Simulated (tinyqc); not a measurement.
Barrier and mass from two Fowler-Nordheim currents.

Inverse problem. Fowler-Nordheim tunnelling through a dielectric follows J = A F^2 exp(-B/F), A = q^2 me/(16 pi^2 hbar m1 phi1) (A/V^2 with phi1 in volts), B = (4/3) sqrt(m1/C) phi1^1.5 (V/nm), C = hbar^2/(2 m0). Find B, A, phi1 and m1.

Values chosen for this exercise: emitter mass in the supply function me = 1 m0.

Constants: q = 1.602176634e-19 C, hbar = 1.054571817e-34 J s, m0 = 9.1093837015e-31 kg, hbar^2/(2 m0) = 0.0380998212 eV nm^2. Results are converted to the units shown.

J at F = 0.69 and 1.46 V/nm (A/cm^2): [1.4982169e-10, 1.1166017]

Answer. The slope of ln(J/F^2) against 1/F is -B and the intercept gives A. A fixes the product m1 phi1, and B = (4/3) phi1 sqrt(m1 phi1/C) then gives phi1.

B = 27.78 V/nm
A = 9.604e-7 A/V^2
phi1 = 3.210 eV
m1 = 0.5000 m0

Numbers from tinyqc (`OMP_NUM_THREADS=1 python tinyqc.py 2540075 2540076 out.jsonl`; about 0.02 s on one thread of a shared Intel Xeon 2.30GHz).
